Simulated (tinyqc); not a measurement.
Carrier statistics of a doped semiconductor with parabolic bands: sweeps and comparisons. A value that a table varies takes the place of the one given here.

Eg(T) = Eg0 - al T^2/(T + be); m_de = Mv^(2/3) (ml mt^2)^(1/3); m_dh = (mhh^(3/2) + mlh^(3/2))^(2/3); Nc and Nv from N = 2 (m kB T/(4 pi c))^(3/2) with c = hbar^2/2m0, in 1/angstrom^3; times 1e24 for 1/cm^3.

Energies are counted from Ev, so Ec = Eg. n = Nc F_1/2((EF - Eg)/kT), p = Nv F_1/2(-EF/kT), ND+ = ND/(1 + 2 exp((EF - Eg + ED)/kT)), NA- = NA/(1 + 4 exp((EA - EF)/kT)); neutrality asks p + ND+ = n + NA-. F_j(eta) = (1/Gamma(j + 1)) integral_0^infinity x^j dx/(1 + exp(x - eta)), which tends to exp(eta) for eta << 0.

Constants: hbar^2/2m0 = 3.80998211 eV angstrom^2; kB = 8.617333262e-05 eV/K.

Inputs chosen for the exercise (near those of SiC; not measured data):
- Eg0 = 3.257 eV (gap at 0 K)
- al = 0.00065 eV/K (Varshni alpha)
- be = 1291 K (Varshni beta)
- ml = 0.328 m0 (longitudinal electron mass)
- mt = 0.416 m0 (transverse electron mass)
- Mv = 3 (equivalent valleys)
- mhh = 1 m0 (heavy-hole mass)
- mlh = 0.453 m0 (light-hole mass)
- ND = 3e+15 1/cm^3 (donors)
- NA = 3.6e+12 1/cm^3 (acceptors)
- ED = 0.0595 eV (donor level below Ec)
- EA = 0.201 eV (acceptor level above Ev)
- T = 400 K

## Temperature

Neutrality solved at each temperature; ni = sqrt(Nc Nv) exp(-Eg/2kT).

Carriers (1/cm^3):

| T (K) | EF (eV) | n | p | majority / \|ND - NA\| | ni | Eg (eV) |
|---|---|---|---|---|---|---|
| 30 | 3.2126 | 2.37e+10 | <1e-99 | 7.91e-06 | <1e-99 | 3.2566 |
| 50 | 3.2114 | 4.08e+13 | <1e-99 | 0.0136 | <1e-99 | 3.2558 |
| 77 | 3.1993 | 5.96e+14 | <1e-99 | 0.199 | 1.01e-88 | 3.2542 |
| 120 | 3.1718 | 2.28e+15 | <1e-99 | 0.759 | 3.41e-50 | 3.2504 |
| 200 | 3.0998 | 2.94e+15 | 1.38e-59 | 0.981 | 2.01e-22 | 3.2396 |
| 300 | 2.9953 | 2.99e+15 | 1.57e-31 | 0.997 | 2.17e-08 | 3.2202 |
| 450 | 2.8205 | 2.99e+15 | 1.55e-12 | 0.999 | 68.2 | 3.1814 |
| 600 | 2.6298 | 3.00e+15 | 0.00754 | 1.00 | 4.75e+06 | 3.1333 |
| 800 | 2.3570 | 3.00e+15 | 2.02e+05 | 1.00 | 2.46e+10 | 3.0581 |
| 1000 | 2.0682 | 3.00e+15 | 7.52e+09 | 1.00 | 4.75e+12 | 2.9733 |

What does this show, and why?

Ionisation is incomplete: the majority density is below 90 % of the net doping at 30, 50, 77 and 120 K, down to a share of 7.9e-06. It is within 10 % of the net doping at 200, 300, 450, 600, 800 and 1000 K. The majority density never exceeds the net doping by 10 %; ni is 4.75e+12 1/cm^3 at 1000 K against a net doping of 3.00e+15. EF goes from 3.213 eV to 2.068 eV, where midgap is 1.487 eV and the intrinsic level (Boltzmann) 1.513 eV.

## Doping level

Only donors are present (NA = 0); eta is the distance of EF beyond the conduction edge in units of kT.

Neutral state:

| ND (1/cm^3) | EF (eV) | majority (1/cm^3) | ionised share | eta |
|---|---|---|---|---|
| 1.0e+14 | 2.7636 | 1.00e+14 | 1.000 | -12.53 |
| 1.0e+15 | 2.8430 | 1.00e+15 | 1.000 | -10.23 |
| 1.0e+16 | 2.9222 | 9.96e+15 | 0.996 | -7.93 |
| 1.0e+17 | 3.0005 | 9.62e+16 | 0.962 | -5.66 |
| 1.0e+18 | 3.0721 | 7.62e+17 | 0.762 | -3.58 |
| 3.0e+18 | 3.1010 | 1.74e+18 | 0.580 | -2.74 |
| 1.0e+19 | 3.1289 | 3.81e+18 | 0.381 | -1.93 |
| 3.0e+19 | 3.1521 | 7.16e+18 | 0.239 | -1.26 |

What can be read from the table?

The impurity level lies at 3.1360 eV. The ionised share falls from 1.000 to 0.239 as EF passes through it between 1e+19 and 3e+19 1/cm^3 (share 1/3 there); it is below one half from 1e+19 1/cm^3 on. Over the last two rows the doping grows threefold and the majority density by a factor 1.88. EF comes within 3 kT of the majority band edge from 3e+18 1/cm^3 on. Above roughly 8e+18 1/cm^3 (N^(1/3) a = 0.26, with the radius a = sqrt(c/(m E)) from the ionisation energy E and the mass (ml mt^2)^(1/3)) the levels merge with the band and real ionisation is complete; sharp levels then overstate freeze-out.

## What each input does

Neutrality solved anew for each case. Each row changes one parameter from the base and keeps the others.

Results:

| case | EF (eV) | n (1/cm^3) | p (1/cm^3) |
|---|---|---|---|
| base | 2.8808 | 2.99e+15 | 2.55e-17 |
| T = 420 K | 2.8569 | 2.99e+15 | 2.84e-15 |
| ND = 1.5e+15 1/cm^3 | 2.8569 | 1.50e+15 | 5.10e-17 |
| NA = 1.8e+12 1/cm^3 | 2.8808 | 2.99e+15 | 2.55e-17 |
| Eg0 = 3.307 eV | 2.9308 | 2.99e+15 | 5.97e-18 |
| mt = 0.4992 m0 | 2.8745 | 2.99e+15 | 3.06e-17 |
| mhh = 1.2 m0 | 2.8808 | 2.99e+15 | 3.16e-17 |
| ED = 0.0892 eV | 2.8807 | 2.99e+15 | 2.55e-17 |

How do the results move?

The largest shifts from the base row, up to three for each result and ties (the steps differ in size, so this ranks the rows, not the parameters). EF (eV): Eg0 +0.0500, ND -0.0239, T -0.0239; unchanged at the printed digits by NA and mhh. n (1/cm^3): ND -1.50e+15; unchanged at the printed digits by T, NA, Eg0, mt, mhh and ED. p (1/cm^3): T +2.81e-15, ND +2.55e-17, Eg0 -1.95e-17; unchanged at the printed digits by NA and ED.

tinyqc: `OMP_NUM_THREADS=1 python tinyqc.py 1651087 1651088 out.jsonl`; about 0.01 s, one thread, shared Intel(R) Xeon(R) Processor @ 2.30GHz.
